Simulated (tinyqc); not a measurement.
Pillar capacitor in an array: capacitance, non-linearity, leakage and relaxation: two steps of the calculation.

A film between two metal electrodes, each interface adding a series capacitance ci. The small-signal permittivity is ek (1 + aq E^2); the field is found with the linear permittivity. Leakage J = J0 sinh(E/Ef). After a voltage step the film passes a relaxation current kr C V tt^(-nr), tt being the time in seconds. The sidewall is a coaxial capacitor with radii a = dm/2 and b = dm/2 + t, depth AR dm; the end face is left out.

Values chosen for this exercise; permittivity of the order of that of hafnium oxide: relative permittivity of the film ek = 20.2; film thickness t = 14 nm; capacitance of each electrode interface (dead layer and screening) ci = 68 uF/cm^2; quadratic field coefficient of the permittivity aq = 0.0033 cm^2/MV^2; bias V = 1.3 V; leakage prefactor J0 = 8.5e-10 A/cm^2; field for an e-fold rise of the leakage Ef = 0.47 MV/cm; diameter of the pillar dm = 110 nm; aspect ratio, depth over diameter AR = 50; pitch of the square array pt = 200 nm; resistivity of the inner electrode rho = 230 uohm cm.

Constants: eps0 = 8.8541878128e-14 F/cm where lengths are in cm. Results are converted to the units shown.

Task 1. Planar capacitance, field and non-linearity. Planar film: Cf = eps0 ek/t, 1/C = 1/Cf + 2/ci, EOT = 3.9 eps0/C, effective permittivity C t/eps0, E = (V/t) C/Cf; quadratic coefficient [C(V)/C - 1]/V^2 with Cf (1 + aq E^2) in C(V).

Find: Cf; C; EOT; effective permittivity; E; quadratic coefficient; J.

Result 1.

Cf = 1.278 uF/cm^2
C = 1.231 uF/cm^2
EOT = 2.805 nm
effective permittivity = 19.47
E = 0.8949 MV/cm
quadratic coefficient = 1507 ppm/V^2
J = 2.790e-9 A/cm^2

The interfaces take 3.62 % of the voltage.

Task 2. Cell capacitance, fields and time constant. Per length 1/c = ln(b/a)/(2 pi eps0 ek) + (1/a + 1/b)/(2 pi ci); cell capacitance c AR dm; per footprint over pt^2; fields c V/(2 pi eps0 ek r) at r = a and b; resistance of the inner electrode rho AR dm/(pi a^2); time constant R C/3 of the distributed line.

Give: a; b; cell capacitance; capacitance per footprint; field at a; field at b; R; R C/3.

Result 2.

a = 55.000 nm
b = 69.000 nm
cell capacitance = 26.260 fF
capacitance per footprint = 65.650 uF/cm^2
field at a = 1.0042 MV/cm
field at b = 0.80048 MV/cm
R = 1.3311 kohm
R C/3 = 11.652 ps

The array gives 53.3 times the planar capacitance per footprint; curvature makes the field at the inner electrode 1.12 times the planar value.

Computed by the program tinyqc: `OMP_NUM_THREADS=1 python tinyqc.py 2102079 2102080 out.jsonl`, one thread of a shared Intel Xeon 2.30GHz, about 0.01 s for the whole run.
